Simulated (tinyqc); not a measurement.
Five-level k.p model folded onto the conduction band: sweeps and comparisons. A value that a table varies takes the place of the one given here.

For k along z and one spin sector the level c couples to four states. With c0 = hbar^2/2m0, P = sqrt(Ep c0), P2 = sqrt(Ep2 c0): diagonal Eg + (1 + Cm) c0 k^2 for c, and 0, -Dso, E7 + D2, E7 for lh, so, G8 up, G7 up (their own dispersion is left out); couplings of c: sqrt(2/3) P k to lh, sqrt(1/3) P k to so, sqrt(2/3) P2 k to G8 up, sqrt(1/3) P2 k to G7 up (phases chosen real).

Expanding E = H_cc + S(E) about Eg in powers of k^2, with s_n = sum_j H_cj^2/(Eg - H_jj)^n: order k^2: e2 = (1 + Cm) c0 k^2 + s1; order k^4: e4 = -s2 e2; order k^6: e6 = s3 e2^2 + s2^2 e2.

Second-order sums for the lowest conduction level at E: 1/m = 1 + Cm + (Ep/3)(2/E + 1/(E + Dso)) - (Ep2/3)(2/(E7 + D2 - E) + 1/(E7 - E)); g/2 = 1 + Cg - (Ep/3)(1/E - 1/(E + Dso)) - (Ep2/3)(1/(E7 - E) - 1/(E7 + D2 - E)). E is counted from the top of the valence band; E = Eg at the edge.

Constants: hbar^2/2m0 = 3.80998211 eV angstrom^2.

Values chosen for the exercise (near those of InSb; shifted at random, so the results belong to these values and not to a real crystal): Eg = 0.239 eV (gap at Gamma to the s-like level); Dso = 0.831 eV (spin-orbit splitting); Ep = 23.4 eV (Kane energy); E7 = 3.14 eV (upper Gamma7 conduction level, from the valence top); D2 = 0.33 eV (its spin-orbit splitting, Gamma8 above Gamma7); Ep2 = 4.6 eV (Kane energy to the upper levels); Cm = -1 (remote term in 1/m); Cg = 0 (remote term in g/2).

## How far the series holds

Energies from Eg; Pk/Eg measures the coupling.

Levels (eV):
```
k (1/angstrom),Pk/Eg,to k^2,to k^4,to k^6,exact
0.0038,0.150,0.0039,0.0039,0.0039,0.0039
0.0087,0.344,0.0205,0.0188,0.0191,0.0191
0.0136,0.537,0.0501,0.0402,0.0442,0.0429
0.0184,0.727,0.0917,0.0585,0.0830,0.0716
0.0233,0.921,0.1470,0.0618,0.1626,0.1045
0.0282,1.114,0.2154,0.0324,0.3493,0.1397
0.0331,1.308,0.2967,-0.0506,0.7782,0.1764
0.0380,1.501,0.3911,-0.2122,1.6851,0.2141
```

What can be read from the table?

Within 2 % of the exact level stay: the k^2 term up to Pk/Eg = 0.15, the sum to k^4 up to Pk/Eg = 0.34, the sum to k^6 up to Pk/Eg = 0.34. In the last row the errors are +177, -426 and +1471 meV: higher orders make it worse, since the series in k^2 converges only for Pk below about Eg/2 in the two-level limit E = Eg/2 + sqrt(Eg^2/4 + P^2 k^2).

## Mass and g factor above the band edge

The sums are evaluated at E = Eg + dE, as is done for confined or hot electrons.

Results:
```
dE (meV),m(E),g(E),m(E)/m(Eg),1 + dE/Eg
0,0.0141,-48.800,1.0000,1.0000
6,0.0144,-47.284,1.0236,1.0251
14,0.0148,-45.378,1.0551,1.0586
29,0.0157,-42.124,1.1139,1.1213
43,0.0164,-39.414,1.1686,1.1799
57,0.0172,-36.973,1.2231,1.2385
86,0.0188,-32.619,1.3355,1.3598
```

What does this show?

Over 86 meV the mass grows by 33.5 %, against 36.0 % for two levels alone, and g moves from -48.800 to -32.619, towards the free value 2.

## Six materials (three-level Kane formulas for mass and g factor)

1/m = 1 + (Ep/3)(2/Eg + 1/(Eg + Dso)), g = 2 - (2 Ep/3)(1/Eg - 1/(Eg + Dso)). The inputs are values chosen for the exercise.

Results:
```
case,Eg (eV),Dso (eV),Ep (eV),m (m0),g,Eg/Ep
A near Ge,0.891,0.293,25.9,0.0361,-2.796,0.0344
B near InSb,0.237,0.806,22.9,0.0137,-47.779,0.0103
C near CdTe,1.583,0.899,18.9,0.0870,-0.883,0.0838
D near InAs,0.409,0.384,21.9,0.0218,-15.286,0.0187
E near ZnSe,2.769,0.404,24.6,0.1052,1.246,0.1126
F near GaSb,0.824,0.755,26.5,0.0357,-8.252,0.0311
```

How do the results move?

The mass follows the gap: m/(Eg/Ep) lies between 0.93 and 1.33, while m itself spans a factor of 7.7. The order by mass equals the order by gap. g is negative for A, B, C, D and F; it needs Ep Dso > 3 Eg (Eg + Dso). Where g is small, two larger terms cancel: 5 % in Ep moves g by (2 - g)/20, and the levels left out move it by tenths. Remote bands, left out here, make real masses heavier, by up to a half in the wider-gap crystals. All rows are for the Gamma valley, which is not the lowest one in GaP and Ge.

## What each parameter does

Mass and g at E = Eg. Each row changes one parameter from the base and keeps the others.

Results:
```
case,m (m0),g
base,0.01407,-48.8005
Eg = 0.263 eV,0.01539,-43.1657
Dso = 0.748 eV,0.01395,-47.5745
Ep = 21.06 eV,0.01567,-43.7312
E7 = 3.454 eV,0.01404,-48.7813
D2 = 0.297 eV,0.01407,-48.7907
Ep2 = 5.06 eV,0.01410,-48.8113
```

How do the results move?

The largest shifts from the base row, up to three for each result and ties (the steps differ in size, so this ranks the rows, not the parameters). m (m0): Ep +0.00160, Eg +0.00133, Dso -0.00012; unchanged at the printed digits by D2. g: Eg +5.6348, Ep +5.0693, Dso +1.2260.

Run: tinyqc, `OMP_NUM_THREADS=1 python tinyqc.py 1081373 1081374 out.jsonl`; Intel(R) Xeon(R) Processor @ 2.30GHz, one thread, shared host; about 0.01 s of CPU time with all checks.
